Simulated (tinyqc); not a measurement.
Potential-pH (Pourbaix) lines of a metal, its cation, its oxide and an oxyanion, with a complexing ligand: one step, computed by the program tinyqc. Command: `OMP_NUM_THREADS=1 python tinyqc.py 3013336 3013337 out.jsonl pourb walk`. One thread of a shared host (Intel(R) Xeon(R) Processor @ 2.30GHz), about 0.02 s of CPU time with the checks.

Potentials are against the standard hydrogen electrode; solids and water have unit activity; dG_f of M, H+ and the electron is zero; F = e N_A and s = R T ln(10)/F. The cation carries z = 2.

Problem. A complexing ligand. M2+ + 2e = M; MO + 2H+ + 2e = M + H2O; MO2(2-) + 4H+ + 2e = M + 2H2O. For each, E0 = -dG/(z F), and E = E0 + (s/z) log10 a - (s n_H/z) pH, with no activity term for the oxide. The free ligand is c_L/(1 + 10^(pKa - pH)) (ligand in excess); dissolved metal is a in all, so the free cation is a/alpha, alpha = 1 + beta [L]; the cation line drops by (s/z) log10 alpha.

Inputs (values chosen for the exercise, modelled on tin):
```
quantity,value,unit
temperature T,298.15,K
log10 of the dissolved activity a,-6,-
pH,6.7,-
log10 of the stability constant beta of ML,12,-
pKa of HL,6.1,-
total ligand c_L,0.38,mol/L
```

Species: M, M2+, MO, MO2(2-).

E0 (V): cation -0.1425605, oxide -0.0700625, oxyanion 0.8373293

s = 0.05915935 V

Give: free ligand; log10 alpha; cation line with ligand; that line less the oxide line.

Solution.

free ligand = 0.30371 mol/L

log10 alpha = 11.482

cation line with ligand = -0.65969 V

that line less the oxide line = -0.19326 V
